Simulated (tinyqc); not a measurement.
What each parameter does: metal-induced gap states at the contact of a metal chain and a two-band chain.

The semiconductor alternates sites A at -Eg/2 and C at +Eg/2 with hopping -t; the gap runs from -Eg/2 to Eg/2. In the gap cosh(q a) = 1 + (Eg^2/4 - E^2)/(2 t^2) and the amplitude changes by -exp(-q a) a period. The metal has site energy 0 and hopping -tm; its end site has g_m = (E - i sqrt(4 tm^2 - E^2))/(2 tm^2). Sites 1, 2, ... count into the semiconductor, with energies e1, e2 alternating. The clean half chain has g1 = 1/(E - e1 - t^2 g2), g2 = 1/(E - e2 - t^2 g1), decaying root. With the contact G11 = 1/(1/g1 - tc^2 g_m), and the density on site j is -Im G_jj/pi = |psi_j/psi_1|^2 (-Im G11/pi), per spin, with psi_2/psi_1 = -t g2, psi_3/psi_2 = -t g1.

Constants: e^2/(4 pi eps0) = 14.39964547 eV angstrom.

Inputs chosen for the exercise (gap and optical dielectric constant near those of Ge; the chain itself is a model; shifted at random, so the results belong to these values and not to a real crystal): Eg = 0.66 eV (gap); t = 2.09 eV (hopping in the semiconductor); tm = 2.12 eV (hopping in the metal); tc = 2.24 eV (hopping across the contact); end = C (site that touches the metal); a = 4 angstrom (period (two sites); one chain for each area a^2); eps = 16.3 (dielectric constant); E = -0.05 eV (energy from mid-gap).

xi = 1/(2q), summed density, and S = 1/(1 + 4 pi e^2 N xi/eps), N = 2 (summed density)/a^2.

One parameter was then changed.

Results before and after:
```
case     xi (angstrom)  summed density (1/eV)       S
base            12.828                0.49078  0.1027
changed         14.108                0.48481  0.0953
```

Which of these changes was made? (a) tm = 2.332 eV; (b) tc = 2.464 eV; (c) t = 2.299 eV; (d) Eg = 0.726 eV; (e) eps = 17.93; (f) end = A.

Answer: (c) t = 2.299 eV. Of the candidates, run in turn, only this one gives the changed row.

All candidates:
```
case           xi (angstrom)  summed density (1/eV)       S
base                  12.828                0.49078  0.1027
Eg = 0.726 eV         11.640                0.44463  0.1222
t = 2.299 eV          14.108                0.48481  0.0953
tm = 2.332 eV         12.828                0.48310  0.1042
tc = 2.464 eV         12.828                0.49182  0.1025
eps = 17.93           12.828                0.49078  0.1118
end = A               12.828                0.48407  0.1040
```

The decay length belongs to the semiconductor alone; the metal and the contact set only the amplitude.

Computed by tinyqc, a small Python program: `OMP_NUM_THREADS=1 python tinyqc.py 1451771 1451772 out.jsonl` (the numbers bound the seed that draws the inputs); one thread of a shared host (Intel(R) Xeon(R) Processor @ 2.30GHz), about 0.01 s for the whole set of steps.
